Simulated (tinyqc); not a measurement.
Gas flow in a process chamber: flow regimes, conductance, effective pumping speed, pump-down, outgassing and purge. Changing the pipe diameter d. Computed by tinyqc, a small Python program. Command: `OMP_NUM_THREADS=1 python tinyqc.py 3121131 3121132 out.jsonl pump sweep`. One thread of a shared host (Intel(R) Xeon(R) Processor @ 2.30GHz), about 0.01 s of CPU time with the checks.

Ideal gas, isothermal flow, a pump of constant speed at the end of a round pipe; process gas, volume gas and outgassing are given the same properties. 1 sccm = 101325 Pa x 1e-6 m^3/60 s x T/273.15 K.

Inputs (values chosen for the exercise, modelled on oxygen near room temperature):
```
quantity                    value            unit
molar mass M                   32           g/mol
molecular diameter           0.36              nm
viscosity eta                20.6   micropascal s
temperature T                 300               K
chamber volume V               87               L
wall area                     1.2             m^2
pipe length l                  21              cm
pump speed S                  480             L/s
process gas flow              320            sccm
outgassing rate after 1 h   3e-06  Pa m^3/(s m^2)
outgassing exponent n        0.81               -
target base pressure       0.0001              Pa
```

Constants: k_B = 1.380649e-23 J/K; u = 1.6605390666e-27 kg.

Method:
- Mean speed c = sqrt(8 k_B T/(pi m)); aperture conductance C_a = c pi d^2/16; molecular pipe C_m = C_a/(1 + 3 l/(4 d)) (Dushman form); viscous pipe C_v = pi d^4 p_mean/(128 eta l); Knudsen interpolation C = C_v + C_m (1 + x)/(1 + 1.24 x), x = d p_mean sqrt(m/(k_B T))/eta.
- Effective speed 1/S_eff = 1/S + 1/C_m; time constant V/S_eff; pressure at which the free path k_B T/(sqrt2 pi d_m^2 p) equals d.
- Steady flow: the pump inlet is at p_2 = Q/S, and the chamber pressure p_1 solves Q = C((p_1 + p_2)/2) (p_1 - p_2). Residence time = p_1 V/Q.
- Knudsen number = free path at the mean pressure over d.
- From the outgassing limit: t = 1 h x (q_1 A/(S_eff p_target))^(1/n) - 10 s; monolayer time at the target = 1e19 m^-2 x 4 k_B T/(p c) for unit sticking.

One run for each value:
```
pipe diameter d (cm)  S_eff in molecular flow (L/s)  chamber pressure p_1 (Pa)  time to the target (h)  C_m (L/s)
1.6                                             2.1                      52.30               3.426e+01  2.065e+00
2.5                                             7.4                      20.75               7.078e+00  7.490e+00
3.8                                            23.4                       8.75               1.703e+00  2.455e+01
5.8                                            68.0                       3.85               4.534e-01  7.920e+01
8.9                                           164.5                       2.00               1.505e-01  2.502e+02
14.0                                          301.0                       1.40               6.991e-02  8.069e+02
21.0                                          394.2                       1.27               4.932e-02  2.204e+03
32.0                                          444.5                       1.24               4.214e-02  6.003e+03
```

Over the rows, S_eff in molecular flow (L/s) rises from 2.06 to 444 (exponent d ln y / d ln x 2.9 between the first rows and 0.29 between the last); chamber pressure p_1 (Pa) falls from 52.3 to 1.24 (exponent d ln y / d ln x -2.1 between the first rows and -0.057 between the last); time to the target (h) falls from 34.3 to 0.0421 (exponent d ln y / d ln x -3.5 between the first rows and -0.37 between the last).

Caution (rows 1.60, 2.50, 3.80, 5.80): S over the pipe area exceeds 0.3 of the mean molecular speed: the pipe end cannot pass this speed without choking, so p_2 = Q/S and the conductance formulas are only formal.
